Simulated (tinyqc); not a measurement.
Electron-beam lithography: double-Gaussian proximity function, edge placement and dose correction for parallel lines: one step, computed by the program tinyqc. Command: `OMP_NUM_THREADS=1 python tinyqc.py 3113815 3113816 out.jsonl proximity walk`. One thread of a shared host (Intel(R) Xeon(R) Processor @ 2.30GHz), about 0.01 s of CPU time with the checks.

Lines are infinitely long. Absorbed energy is counted so that the middle of a very large area written at dose 1 receives 1; the resist develops where it exceeds 1/2.

Problem. Dose correction. Uncorrected edge energies are M 1. Solve M d = 1/2 for the doses d that put the mean edge energy of every line at the threshold.

M:
```
           1          2          3          4          5
1  0.2982084  0.1328153  0.0096727  0.0000082  0.0000583
2  0.0178743  0.4667531  0.0912934  0.0006355  0.0063724
3  0.0024839  0.1355569  0.4205126  0.0024067  0.0280341
4  0.0000681  0.0280282  0.1068039  0.2672516  0.0555596
5  0.0000382  0.0194957  0.0871835  0.0039715  0.3191726
```

Give: edge energies at dose 1; corrected doses; largest over smallest dose.

Solution.

edge energies at dose 1: 1 0.44076, 2 0.58293, 3 0.58899, 4 0.45771, 5 0.42986

corrected doses: 1 1.2742, 2 0.8435, 3 0.8177, 4 1.1899, 5 1.2767

largest over smallest dose = 1.5614
